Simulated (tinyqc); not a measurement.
Thin film modes against wave vector: bulk, surface, particle and sheet plasmons.

Zero temperature, parabolic band: kF = (3 pi^2 n)^(1/3), EF = c kF^2/m, Ep^2 = 8 pi c e2 n/(m eb), qTF^2 = 6 pi e2 n/(eb EF), c = hbar^2/2m0, e2 = e^2/(4 pi eps0), n in 1/angstrom^3 (1e-24 per 1/cm^3).

Constants: hbar^2/2m0 = 3.80998211 eV angstrom^2; e^2/(4 pi eps0) = 14.39964547 eV angstrom.

Inputs chosen for the exercise (a free-electron density near that of K; shifted at random, so the results belong to these values and not to a real crystal): n = 1.37e+22 1/cm^3 (electron density); m = 1 m0 (mass); eb = 1 (background dielectric constant); ed = 4 (dielectric constant of the surroundings); d = 100 angstrom (film thickness).

Drude medium eps = eb (1 - Ep^2/E^2), no retardation. A film of thickness d has modes eps = -ed coth(q d/2) (lower) and eps = -ed tanh(q d/2) (upper); a sheet with ns = n d has E^2 = 4 pi c e2 ns q/(m ed). One surface: eps = -ed; small sphere: eps = -2 ed.

Modes (eV):

| q d | q (1/angstrom) | lower | upper | sheet |
|---|---|---|---|---|
| 0.020 | 0.000200 | 0.2170 | 4.262 | 0.2173 |
| 0.10 | 0.00100 | 0.4827 | 3.968 | 0.4859 |
| 0.20 | 0.00200 | 0.6777 | 3.675 | 0.6872 |
| 0.50 | 0.00500 | 1.044 | 3.089 | 1.087 |
| 1.0 | 0.0100 | 1.399 | 2.575 | 1.537 |
| 2.0 | 0.0200 | 1.738 | 2.161 | 2.173 |
| 4.0 | 0.0400 | 1.915 | 1.972 | 3.073 |
| 8.0 | 0.0800 | 1.943 | 1.944 | 4.346 |

Give the missing row, q d = 0.050.

Computed row:
```
q d    q (1/angstrom)   lower  upper   sheet
0.050        0.000500  0.3425  4.144  0.3436
```

bulk, surface, sphere (eV): 4.346  1.944  1.449

At small q d the lower mode tends to the sheet law sqrt(q) (within 5 % up to q d = 0.5 of the values listed) and the upper one starts near the bulk value. At q d = 8 the two are 0.001 eV apart around the surface value 1.944 eV. Retardation, left out here, matters where q is below about three times sqrt(ed) E/(hbar c), hbar c = 1973.27 eV angstrom: that holds for 4 of the rows (from the top) for the lower mode and 5 for the upper one.

Run: tinyqc, `OMP_NUM_THREADS=1 python tinyqc.py 1651537 1651538 out.jsonl`; Intel(R) Xeon(R) Processor @ 2.30GHz, one thread, shared host; about 0.01 s of CPU time with all checks.
